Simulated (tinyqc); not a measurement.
From wire to sheet: nanosheet or nanowire with hard walls, valleys of the Si type.

Six ellipsoidal valleys along the cube axes: inverse mass tensor w = 1/mt + (1/ml - 1/mt) a a^T with a the unit axis. Device axes: x along the channel, z = [001], y = z x x.

Hard walls around a W x H rectangle. The block w_c of w in (y, z) confines; the transport mass follows from 1/m_x = w_xx - w_xc w_c^-1 w_cx. The cross-section problem c (w_yy ky^2 + 2 w_yz ky kz + w_zz kz^2), c = hbar^2/2m0, is solved in products sin(n pi y/W) sin(l pi z/H), n, l = 1 to 12; if w_yz = 0 the levels are c pi^2 (w_yy n^2/W^2 + w_zz l^2/H^2). The w_yz term couples (n, l) to (n', l') by -2 c w_yz D_nn'(W) D_ll'(H) with D_nm(L) = 4 n m/(L (n^2 - m^2)) for n + m odd and 0 otherwise.

Without degeneracy the line density is N1 exp((EF - Ec)/kB T) with N1 = sum 2 g sqrt(m_x kB T/(4 pi c)) exp(-E/kB T), here over n, l up to 80 where w_yz = 0 and over all levels of a 12 x 12 sine basis otherwise; the classical value is W H Nc with Nc = 2 g_all (m_dos kB T/(4 pi c))^(3/2), m_dos = (ml mt^2)^(1/3); dVt = kB T ln(W H Nc/N1).

Constants: hbar^2/2m0 = 3.80998211 eV angstrom^2; kB = 8.617333262e-05 eV/K.

Values chosen for the exercise (near those of Si; not measured data):
```
symbol   value                            unit      meaning
ml       0.924                            m0        longitudinal mass
mt       0.19                             m0        transverse mass
T        300                              K         temperature
g_all    6                                          number of valleys
channel  100                                        transport direction x on a (001) wafer
H        78                               angstrom  height, along z = [001]
Ws       (30, 40, 60, 90, 140, 220, 350)  angstrom  widths
```

Valleys:
```
group  valleys g     w_yy     w_zz   |w_yz|  m_x (m0)
A              2  5.26316  1.08225  0.00000   0.19000
B              2  1.08225  5.26316  0.00000   0.19000
C              2  5.26316  5.26316  0.00000   0.92400
```

Lowest level of each group (groups ordered by w_zz, then w_yy) and dVt against the width.

Results:
```
W (angstrom)  A1 (eV)  B1 (eV)  C1 (eV)  dVt (mV)
30             0.2266   0.0777   0.2524      88.8
40             0.1304   0.0580   0.1562      72.1
60             0.0617   0.0438   0.0875      49.4
90             0.0311   0.0376   0.0570      35.3
140            0.0168   0.0346   0.0426      28.2
220            0.0108   0.0334   0.0366      24.4
350            0.0083   0.0329   0.0341      22.2
```

What does the comparison show?

dVt falls from 89 to 22 mV. The lowest group changes from B to A between W = 60 and 90 angstrom (H = 78). At the widest W the lowest level is 0.0083 eV; the film limit c pi^2 w_zz/H^2 of that group is 0.0067 eV.

Computed by tinyqc, a small Python program: `OMP_NUM_THREADS=1 python tinyqc.py 1251607 1251608 out.jsonl` (the numbers bound the seed that draws the inputs); one thread of a shared host (Intel(R) Xeon(R) Processor @ 2.30GHz), about 0.02 s for the whole set of steps.
